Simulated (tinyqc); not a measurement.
Carrier lifetime of a p-type layer with SRH, radiative, Auger and surface recombination: one step of the calculation.

Uniform excess density dn = dp (no trapping), n = n0 + dn, p = p0 + dn, Boltzmann statistics, full ionisation. Surfaces enter as a rate 2 S dn/d, which holds while diffusion to them is fast.

Task. New dn. With e = n p - ni^2 = dn (n0 + p0 + dn): U_SRH = e/(tp0 (n + n1) + tn0 (p + p1)), U_rad = B e, U_Aug = (Cn n + Cp p) e, U_s = 2 S dn/d. Newton step on ln U(ln dn) = ln G, U the sum: k = d ln U/d ln dn (central difference over factors 1.0001), dn(new) = dn (G/U)^(1/k).

Values chosen for this exercise; band and dielectric values those of a made-up semiconductor: radiative coefficient B = 4.09e-15 cm^3/s; Auger coefficient (two electrons) Cn = 5e-31 cm^6/s; Auger coefficient (two holes) Cp = 4.6e-31 cm^6/s; surface recombination velocity (both faces) S = 0 cm/s; sample thickness d = 8 um; generation rate G = 9.7e16 cm^-3 s^-1.

dn at the start = 8e13 cm^-3
n0 = 1.8988358e8 cm^-3
p0 = 9.7000019e14 cm^-3
n1 = 6.1173305e13 cm^-3
p1 = 3.0109066e9 cm^-3
tn0 = 0.021645022 s
tp0 = 8.1168831e-4 s

Find: U_SRH; U_rad; U_Aug; U_s; k; dn after iteration 1.

Result.

U_SRH = 3.677e15 cm^-3 s^-1
U_rad = 3.436e14 cm^-3 s^-1
U_Aug = 4.393e13 cm^-3 s^-1
U_s = 0 cm^-3 s^-1
k = 1.007
dn after iteration 1 = 1.870e15 cm^-3

Program tinyqc, `OMP_NUM_THREADS=1 python tinyqc.py 2300046 2300047 out.jsonl`; Intel Xeon 2.30GHz, shared host, one thread, about 0.01 s.
